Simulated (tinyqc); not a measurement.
CIS on RHF in the sto-3g basis, for H2, spin multiplicity 1, step by step. One step of it, computed by the program tinyqc.

Problem. CIS matrix, singlets. A(ia,jb) = (e_a - e_i) d_ij d_ab + 2 (ia|jb) - (ij|ab).

orbital energies (hartree): MO1 -0.566332, MO2 0.641033

Two-electron integrals over orbitals (pq|rs), unique and non-zero (hartree):
```
(11|11) 0.669035   (21|21) 0.182904   (22|11) 0.658536   (22|22) 0.692174
```

Give: CIS matrix A, singlet.

Solution.

CIS matrix A, singlet (hartree):
```
        1>2
1>2  0.9146
```
